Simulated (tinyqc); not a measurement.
Donor near an oxide interface in a gate field (two-state model), step by step. Values are carried at full precision from step to step, so a last printed digit may differ when a step is redone from the rounded ones.

Interface at z = 0 (hard wall), donor at z = d, field F pulling electrons to the interface: potential e F z; 1 kV/cm = 1e-5 eV/angstrom, c = hbar^2/2m0, q = e^2/(4 pi eps0), Q = (eps - eo)/(eps + eo). Donor state: E_D = e F d - ED - q Q/(4 eps d), the last term joining the images of ion and electron. Interface state: z exp(-b z/2) exp(-rho^2/(2 L^2)) with E_z = c b^2/(4 mz) + 3 e F/b + q Q b/(8 eps), minimised over b; in the plane at z = 3/b the ion (distance D = d - 3/b) and its image (D' = d + 3/b) give E_rho = c/(mt L^2) - (q/eps)(sqrt(pi)/L)[erfcx(D/L) + Q erfcx(D'/L)], erfcx(x) = exp(x^2) erfc(x), minimised over L. E_I = E_z + E_rho.

Constants: hbar^2/2m0 = 3.80998211 eV angstrom^2; e^2/(4 pi eps0) = 14.39964547 eV angstrom.

Parameters, chosen for this exercise (near those of a donor in Si below HfO2, static dielectric constants; the results hold for these values, not for the real material):
```
symbol  value  unit      meaning
d       100    angstrom  depth of the donor
ED      54.2   meV       bulk binding energy
mz      0.93   m0        mass across the interface
mt      0.196  m0        mass in the plane
eps     11.5             dielectric constant of the semiconductor
eo      22               dielectric constant of the oxide
F       62     kV/cm     field in the semiconductor
aD      19     angstrom  donor radius
v       0.47             valley factor
```

## The interface state across the interface

Solve c b/(2 mz) - 3 e F/b^2 + q Q/(8 eps) = 0; give Q, b, the three terms of E_z and <z> = 3/b.

Q = -0.3134
b = 0.10551 1/angstrom

kinetic, field and image terms (meV): [11.40, 17.63, -5.18]

<z> = 28.4 angstrom

The image pulls the electron towards the oxide; without it <z> would be 31.0 angstrom. The sign rests on the static constant; with the high-frequency one of such an oxide, about 4, the image would repel.

## Binding in the plane

Give D, D', the best L, both terms and E_rho.

D, D' (angstrom): [71.6, 128.4]

L = 91.4 angstrom

kinetic and Coulomb terms (meV): [2.32, -9.45]

E_rho = -7.12 meV

The bottom of the well lies at -14.4 meV, so the level is 51 % of the way up; L/D = 1.28. Above the critical field the ionised donor would thus still hold its electron as a dot at the interface.

## Where the electron sits

The two states couple by t = t0 exp(-D/aD) with t0 = q/(eps aD) (2 aD/L) sqrt(aD b/2) v, v a valley factor; this form is an estimate. With detuning u = E_D - E_I the splitting is sqrt(u^2 + 4 t^2) and the lower state has weight (1 - u/sqrt(u^2 + 4 t^2))/2 on the donor.

Give E_D, E_I, t, the splitting and the donor weight.

E_D, E_I (meV): [8.78, 16.73]

t = 0.298 meV
splitting = 7.97 meV
donor weight = 0.999

The electron is on the donor; the contact hyperfine coupling scales with the donor weight. With this t, the tunnelling time pi hbar/(2t) at a crossing would be 3.47 ps (hbar = 6.58212e-16 eV s); here the detuning is 26.7 t.

## Critical field

Find F at which E_D = E_I; compare the rule e F d = ED. The crossing width is 4t/(e D), with t and D formed anew at that field.

critical field = 73.2 kV/cm
ED/(e d) = 54.2 kV/cm
width = 1.5 kV/cm

The confinement energy E_z = 27.0 meV raises the field needed and the attraction E_rho = -7.0 meV lowers it; the result is 1.35 times the simple rule.

## Checks

- E_z without images against 1.5 x 6^(2/3)/2 (c (e F)^2/mz)^(1/3), meV: both 28.81.
- E_rho from the radial equation in the full Coulomb well against the Gaussian trial function, meV: -7.2 against -7.1.

tinyqc: `OMP_NUM_THREADS=1 python tinyqc.py 1251909 1251910 out.jsonl`; about 0.06 s, one thread, shared Intel(R) Xeon(R) Processor @ 2.30GHz.
